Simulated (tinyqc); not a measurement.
Changing the drive-in temperature T2: two-step dopant diffusion (predeposition and drive-in) with a constant diffusivity. Computed by tinyqc, a small Python program. Command: `OMP_NUM_THREADS=1 python tinyqc.py 3028454 3028455 out.jsonl dopdiff sweep`. One thread of a shared host (Intel(R) Xeon(R) Processor @ 2.30GHz), about 0.04 s of CPU time with the checks.

Fick diffusion into a half space x > 0 whose background doping C_B is of the opposite type, so that a junction lies where C = C_B.

Inputs (values chosen for the exercise, modelled on aluminium in silicon):

| quantity | value | unit |
|---|---|---|
| prefactor D0 | 1.59 | cm^2/s |
| activation energy E | 3.38 | eV |
| surface concentration C_s | 1.5e+18 | 1/cm^3 |
| background doping C_B | 1.8e+15 | 1/cm^3 |
| predeposition temperature T1 | 900 | C |
| predeposition time t1 | 10 | min |
| drive-in time t2 | 60 | min |

Furnace ramps of the drive-in: none.

Constants: k_B = 8.617333262e-05 eV/K.

Method:
- D = D0 exp(-E/(k_B T)).
- Temperatures in kelvin are T(C) + 273.15.
- Times in seconds are 60 times the minutes.
- (Dt)2 = D2 t2, t2 in seconds.
- C = C_s erfc(x/(2 sqrt(D1 t1))); dose Q = 2 C_s sqrt(D1 t1/pi); the junction solves erfc(z) = C_B/C_s with x_j = 2 z sqrt(D1 t1).
- With a sealed surface and a thin source, C = Q/sqrt(pi (Dt)2) exp(-x^2/(4 (Dt)2)); x_j = 2 sqrt((Dt)2 ln(C(0)/C_B)); gradient at the junction |dC/dx| = C_B x_j/(2 (Dt)2).

One run for each value:

| drive-in temperature T2 (C) | junction depth x_j (um) | surface concentration C(0) (Gaussian) (1/cm^3) | D2 (cm^2/s) | gradient at the junction (1/cm^4) |
|---|---|---|---|---|
| 950 | 0.3567 | 1.9684e+17 | 1.8823e-14 | 4.7378e+20 |
| 1000 | 0.6230 | 1.0487e+17 | 6.6318e-14 | 2.3487e+20 |
| 1025 | 0.8071 | 7.7949e+16 | 1.2003e-13 | 1.6809e+20 |
| 1050 | 1.0322 | 5.8593e+16 | 2.1244e-13 | 1.2147e+20 |
| 1075 | 1.3040 | 4.4512e+16 | 3.6810e-13 | 8.8563e+19 |
| 1100 | 1.6278 | 3.4155e+16 | 6.2519e-13 | 6.5091e+19 |
| 1150 | 2.4486 | 2.0679e+16 | 1.7055e-12 | 3.5893e+19 |
| 1200 | 3.5146 | 1.2954e+16 | 4.3462e-12 | 2.0216e+19 |

What does the table show, and why?

Over the rows, junction depth x_j (um) rises from 0.357 to 3.51; surface concentration C(0) (Gaussian) (1/cm^3) falls from 1.97e17 to 1.30e16. D2 rises by a factor 231 over the range, x_j by 9.85, less than the square root 15.2, as the surface value drops.
